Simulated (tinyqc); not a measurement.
## Capacitances against the relative permittivity between the lines

Endless row of lines of width wl, height tl and space sl between grounded planes at distance hd; e2 fills the gaps beside the lines, e1 the rest. Laplace's equation is solved on meshes of 3, 6 and 12 steps per unit u and extrapolated (Aitken), which is good to about 0.2 %. C_even (all lines at 1 V) is the capacitance Cg to the planes; C_odd (neighbours in antiphase) = Cg + 4 Cc if only nearest neighbours couple, which defines Cc; total with quiet neighbours Cg + 2 Cc. Plate values 2 eps0 e1 wl/hd and eps0 e2 tl/sl.

Values chosen for this exercise:
```
symbol,value,unit,meaning
e1,2.7,,relative permittivity above and below the lines
wl,6,u,"line width, in units u"
tl,10,u,line height
sl,6,u,space between lines
hd,8,u,distance to each plane
```

Constants: eps0 = 8.8541878128e-12 F/m. Results are converted to the units shown.

The same in every row: plate Cg (aF/um) = 35.9.

Capacitances against the relative permittivity between the lines:

| e2 | Cg (aF/um) | Cc (aF/um) | Cg + 2 Cc (aF/um) | C_odd (aF/um) | plate Cc (aF/um) | share of coupling, 2 Cc/(Cg + 2 Cc) (%) |
|---|---|---|---|---|---|---|
| 1 | 65.0 | 23.8 | 113 | 160 | 14.8 | 42.2 |
| 1.5 | 66.0 | 31.1 | 128 | 191 | 22.1 | 48.5 |
| 2 | 66.7 | 38.5 | 144 | 221 | 29.5 | 53.6 |
| 2.5 | 67.3 | 45.8 | 159 | 251 | 36.9 | 57.7 |
| 3 | 67.7 | 53.2 | 174 | 281 | 44.3 | 61.1 |
| 3.9 | 68.3 | 66.5 | 201 | 334 | 57.6 | 66.0 |
| 5 | 68.9 | 82.7 | 234 | 400 | 73.8 | 70.6 |
| 7 | 69.5 | 112 | 294 | 518 | 103 | 76.3 |

As e2 goes from 1 to 7, Cg rises from 65.0 to 69.5 aF/um, Cc rises from 23.8 to 112 aF/um and the share of coupling rises from 42.2 to 76.3 %. Cg is 1.81 times its plate value in the first row and 1.94 times in the last; for Cc the ratios are 1.61 and 1.09. Neighbours in antiphase raise the load by a factor of 1.42 and 1.76 over quiet ones.

Program tinyqc, `OMP_NUM_THREADS=1 python tinyqc.py 2790105 2790106 out.jsonl`; Intel Xeon 2.30GHz, shared host, one thread, about 1 s.
